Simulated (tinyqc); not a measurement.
From results back to parameters: shallow acceptor in the spherical four-band model. Three cases, with inputs chosen for the exercise.

Problem. The binding energy of the ground state was computed from a hidden mu.

The ground state 1S3/2 has an L = 0 part f(r) and an L = 2 part g(r). In units of Ry* and a*, with Gaussians f_i = exp(-a_i r^2), g_i = r^2 exp(-a_i r^2), A = a_i + a_j and I(n) = Gamma((n + 1)/2)/(2 A^((n + 1)/2)): S_ff = I(2), S_gg = I(6), H_ff = (6 a_i a_j/A) I(2) - 2 I(1), H_gg = (14 a_i a_j/A) I(6) - 2 I(5), H_fg = -mu [15 I(2) - 20 a_j I(4) + 4 a_j^2 I(6)]; each function is then normalised. The split-off band is left out.

Converged values use 22 exponents 2.2^i, i = -7 to 14, for f and for g.

Case 1.

Ry* = 3.866 meV
binding energy = 8.706 meV

Case 2.

Ry* = 22.830 meV
binding energy = 28.633 meV

Case 3.

Ry* = 16.903 meV
binding energy = 36.200 meV

Find: binding in Ry*; mu; heavy/light mass ratio (1 + mu)/(1 - mu).

Solution. The binding in Ry* rises steadily with mu, so bisection finds one value.

Case 1.

binding in Ry* = 2.252
mu = 0.765
heavy/light mass ratio (1 + mu)/(1 - mu) = 7.5

Case 2.

binding in Ry* = 1.254
mu = 0.470
heavy/light mass ratio (1 + mu)/(1 - mu) = 2.8

Case 3.

binding in Ry* = 2.142
mu = 0.750
heavy/light mass ratio (1 + mu)/(1 - mu) = 7.0

Computed by tinyqc, one run a case: `OMP_NUM_THREADS=1 python tinyqc.py N N+1 out.jsonl` with N = 1280606, 1280660, 1280665; one thread of a shared Intel(R) Xeon(R) Processor @ 2.30GHz, about 0.04 s a run at most.
